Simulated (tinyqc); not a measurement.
Ellipsometry and reflectance of a transparent film on an absorbing substrate: two steps of the calculation.

Air (index 1), film, substrate with N2 = n2 - i k2; time factor exp(+i w t). q_j = sqrt(N_j^2 - sin^2 th), root with positive real part. Fresnel coefficients r_s = (q_a - q_b)/(q_a + q_b), r_p = (N_b^2 q_a - N_a^2 q_b)/(N_b^2 q_a + N_a^2 q_b). tan(Psi) exp(i Delta) = R_p/R_s, Delta taken from 0 to 360 degrees.

Parameters, values chosen for the exercise; indices close to those of aluminium oxide on silicon: wavelength lam = 632.8 nm; angle of incidence th = 70 degrees; index of the transparent film n1 = 1.666; film thickness d = 80 nm; index of the substrate n2 = 3.882; extinction coefficient of the substrate k2 = 0.019.

Task 1. Interface coefficients and thickness period. q0, q1, q2 and the coefficients r01 and r12 for p and s; the results repeat in d with the period lam/(2 q1).

Wanted: q0; q1; q2; r01,p; r01,s; r12,p; r12,s; period.

Result 1.

q0 = 0.34202
q1 = 1.3757
q2 = 3.7666-0.0196i
r01,p = -0.18340
r01,s = -0.60177
r12,p = 0.32956-0.00205i
r12,s = -0.46495+0.00204i
period = 229.99 nm

Task 2. Psi, Delta and reflectances. beta = 2 pi d q1/lam, X = exp(-2 i beta), R = (r01 + r12 X)/(1 + r01 r12 X) for p and s.

q1 = 1.3756939
r01,p = -0.18339772
r01,s = -0.60177290
r12,p = 0.32955670-0.00204563i
r12,s = -0.46495223+0.00203753i

Wanted: beta; X; R_p; R_s; Psi; Delta; |R_p|^2; |R_s|^2.

Result 2.

beta = 1.0928 rad
X = -0.57673-0.81693i
R_p = -0.37385-0.24119i
R_s = -0.48350+0.32053i
Psi = 37.486 degrees
Delta = 66.370 degrees
|R_p|^2 = 0.19793
|R_s|^2 = 0.33651

The bare substrate gives Psi = 10.57 and Delta = 179.23 degrees.

tinyqc, about 0.4 s, one thread, Intel Xeon 2.30GHz (shared host): `OMP_NUM_THREADS=1 python tinyqc.py 2870152 2870153 out.jsonl`
